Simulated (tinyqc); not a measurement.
Inside a calculation. Model: specific resistance of a metal-semiconductor contact and its transmission-line measurement. Computed by tinyqc, a small Python program that keeps every step. Command: `OMP_NUM_THREADS=1 python tinyqc.py 3026291 3026292 out.jsonl contact walk`. One thread of a shared host (Intel(R) Xeon(R) Processor @ 2.30GHz), about 0.01 s of CPU time with the checks. Intermediate numbers are printed to about 6 digits and carried at full precision; extremes and crossings named in words are read from the listed rows.

The barrier is parabolic (depletion approximation), energies E are normal energies counted from the band edge in the neutral semiconductor (downwards for holes), and the bias is zero. xi is an input, held fixed when other inputs move.

Inputs (values chosen for the exercise, modelled on p-type SiGe):
```
quantity,value,unit
tunnelling mass m,0.3,m_0
permittivity eps,13,-
Richardson constant A*,30,A/(cm^2 K^2)
barrier height phi_B,0.36,eV
doping N,7.6e+18,1/cm^3
"Fermi level above the band edge in the bulk, xi",-0.067,eV
temperature T,500,K
sheet resistance R_sh,2800,ohm
contact length d,0.011,micrometre
contact width W,3.5,micrometre
```

Image-force lowering: left out.

Constants: hbar = 1.054571817e-34 J s; eps_0 = 8.8541878128e-12 F/m; m_0 = 9.1093837015e-31 kg; k_B = 8.617333262e-05 eV/K; e = 1.602176634e-19 C.

## Tunnelling energy and barrier

E_00 = (e hbar/2) sqrt(N/(eps eps_0 m)); band bending E_b = phi_B + xi; depletion width w = sqrt(2 eps eps_0 E_b/(e^2 N)).

E_00 = 25.9180 meV

E_00/k_B T = 0.601532

depletion width = 7.44274 nm

barrier used, above the bulk band edge = 0.293 eV

By the usual rule this is thermionic-field emission (0.5 to 5 k_B T).

## Transmission and supply

WKB transmission for E < E_b, with a = E/E_b: D = exp{-(E_b/E_00) [sqrt(1 - a) - a ln((1 + sqrt(1 - a))/sqrt(a))]}; D = 1 above. f = 1/(1 + exp((E - xi)/k_B T)).

E, D, f and D f at E/E_b = 0.05, 0.15, 0.3, 0.45, 0.6, 0.75, 0.9, 0.98:
```
E/E_b,E (eV),D,f,D f
0.05,0.01465,5.61561e-05,1.30673e-01,7.33810e-06
0.15,0.04395,4.50035e-04,7.07620e-02,3.18454e-05
0.30,0.08790,4.72500e-03,2.67247e-02,1.26274e-04
0.45,0.13185,2.92937e-02,9.80396e-03,2.87194e-04
0.60,0.17580,1.23295e-01,3.55743e-03,4.38614e-04
0.75,0.21975,3.69701e-01,1.28567e-03,4.75313e-04
0.90,0.26370,7.84028e-01,4.63969e-04,3.63765e-04
0.98,0.28714,9.78825e-01,2.69345e-04,2.63642e-04
```

Among these points D f is largest at E/E_b = 0.75; for a non-degenerate tail the peak lies at E/E_b = 1/cosh^2(E_00/k_B T) = 0.710.

## Specific contact resistance

At zero bias 1/rho_c = (e A*/k_B^2) int D(E) f(E) dE, f = 1/(1 + exp((E - xi)/k_B T)); 200 Gauss-Legendre points from 0 to E_b, and k_B T ln(1 + exp((xi - E_b)/k_B T)) for the part above the barrier; the share of tunnelling is the part below.

specific contact resistance rho_c = 2.83127e-06 ohm cm^2

share of tunnelling = 88.4120 %

rho_c by thermionic emission alone = 2.44328e-05 ohm cm^2

Tunnelling lowers rho_c by a factor 8.63. The field-emission exponent (E_b - xi)/E_00 is 13.9, the thermionic one (E_b - xi)/k_B T is 8.4.

## Current crowding

Transmission-line model: transfer length L_T = sqrt(rho_c/R_sh); R_c = (R_sh L_T/W) coth(d/L_T). Limits: rho_c/(W d) for d << L_T, sqrt(rho_c R_sh)/W for d >> L_T.

transfer length L_T = 0.317988 micrometre

d/L_T = 0.0345925

contact resistance R_c = 7356.87 ohm

R_c W = 25749.0 ohm micrometre

short-contact limit = 7353.94 ohm

long-contact limit = 254.391 ohm

The contact is short: the whole area carries current, and R_c scales as 1/d.

## A transmission-line measurement read back

Transmission-line model: transfer length L_T = sqrt(rho_c/R_sh); R_c = (R_sh L_T/W) coth(d/L_T). Two contacts a gap s apart give R = 2 R_c + R_sh s/W. A straight-line fit gives R_sh from the slope and R_c from the intercept; the simple reading takes L_x = R_c W/R_sh as the transfer length and rho_c = R_sh L_x^2.

Resistances:
```
gap s (micrometre),R (ohm)
9.2,22074
18.0,29114
37.0,44314
74.0,73914
150.0,134714
```

L_x = 9.19609 micrometre

rho_c by the simple reading = 0.00236790 ohm cm^2

simple reading over true value = 836.341

The simple reading is 836 times too high, the factor coth^2(d/L_T): it holds only for d above about 2 L_T.

Checks made by the program: closed WKB exponent against numerical integration over the parabolic barrier (relative difference below 1e-10).
